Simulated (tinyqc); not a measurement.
Gain factor and gap resistance from two string resistances.

Problem. At small bit-line voltage each of the 48 cells has the resistance 1/(K x) at overdrive x (no mobility reduction) in series with a gap resistance Rg. Find K, Rg and the share of the gaps at the higher overdrive.

resistance of a string of 48 equal cells at overdrives of 4.3 and 8.2 V (kohm): [1692.2791, 1161.3659]

Answer. The resistance per cell is a straight line in 1/x with slope 1/K and intercept Rg.

K = 10.0 uA/V^2
Rg = 12.0 kohm
share of the gaps = 49.6 %

Computed by the program tinyqc: `OMP_NUM_THREADS=1 python tinyqc.py 2142017 2142018 out.jsonl`, one thread of a shared Intel Xeon 2.30GHz, about 0.4 s for the whole run.
